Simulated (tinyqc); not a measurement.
Surface potential of a MOS transistor: implicit equation and explicit approximations: one step of the calculation.

p-type body, charge-sheet picture, depletion and inversion only, full ionisation (an idealisation for deep acceptors), Boltzmann statistics (rough once Na exp(x - xn) passes about Nc/7). In units of Vt: xg = (Vg - Vfb)/Vt, x = psi/Vt, G = gamma/sqrt(Vt), xn = (2 phiF + Vc)/Vt. The implicit equation is (xg - x)^2 = G^2 [x - 1 + exp(x - xn)] for x above about 3. Cox = eps0 eox/tox.

Question. Scales. ni = sqrt(Nc Nv) exp(-Eg/(2 Vt)), Eg in volts; phiF = Vt ln(Na/ni); gamma = sqrt(2 q eps0 eps_r Na)/Cox; VT = Vfb + Vt (xn + G sqrt(xn - 1)).

Parameters, values chosen for the exercise; band and dielectric values close to those of silicon:
```
symbol    value   unit                                                                 meaning
T           250      K                                                             temperature
Eg         1.13     eV                                                                band gap
eps_r      11.6                                                          relative permittivity
Nc      2.15e19  cm^-3                                  conduction-band density of states at T
Nv      1.99e19  cm^-3                                     valence-band density of states at T
eox         3.9         relative permittivity of the gate insulator (close to silicon dioxide)
tox         3.6     nm                                                     insulator thickness
Na       1.7e17  cm^-3                                                        acceptor density
Vfb       -0.72      V                                                       flat-band voltage
Vc            0      V                                                    channel-body voltage
Vg         0.25      V                                                       gate-body voltage
```

Constants: q = 1.602176634e-19 C, kB = 1.380649e-23 J/K, Vt = kB T/q, eps0 = 8.8541878128e-14 F/cm where lengths are in cm. Results are converted to the units shown.

Find: phiF; gamma; G; xn; VT; xg.

Answer.

phiF = 0.46156 V
gamma = 0.24660 V^0.5
G = 1.6801
xn = 42.850
VT = 0.43727 V
xg = 45.026

Numbers from tinyqc (`OMP_NUM_THREADS=1 python tinyqc.py 2122218 2122219 out.jsonl`; about 0.01 s on one thread of a shared Intel Xeon 2.30GHz).
